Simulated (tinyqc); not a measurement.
Length of a molecular wire: coherent transport through a tight-binding bridge. Computed by the program tinyqc. Command: `OMP_NUM_THREADS=1 python tinyqc.py 114872 114873 out.jsonl`; one thread of a shared host (Intel(R) Xeon(R) Processor @ 2.60GHz), about 1 s.

A uniform bridge between two chains:
```
parameter,value
site energy (eV),0.590000
hopping in the bridge (eV),1.320000
lead hopping (eV),1.660000
couplings (eV),"0.96, 0.59"
E (eV),-0.110000
```

T = Gamma_L Gamma_R |G_1n|^2 with the self-energies of semi-infinite chains.

Transmission against length:
```
sites,T,ln T
2,3.6842e-01,-0.9985
3,2.5528e-01,-1.3654
4,7.2983e-01,-0.3149
5,2.2002e-01,-1.5140
6,6.1156e-01,-0.4917
7,2.8887e-01,-1.2418
8,3.0939e-01,-1.1731
9,5.5549e-01,-0.5879
10,2.2267e-01,-1.5021
```

E lies inside the band of the bridge (|E - e|/2h = 0.265 < 1): T does not decay but oscillates with length, between 0.220 and 0.730 here, as levels of the bridge pass E.
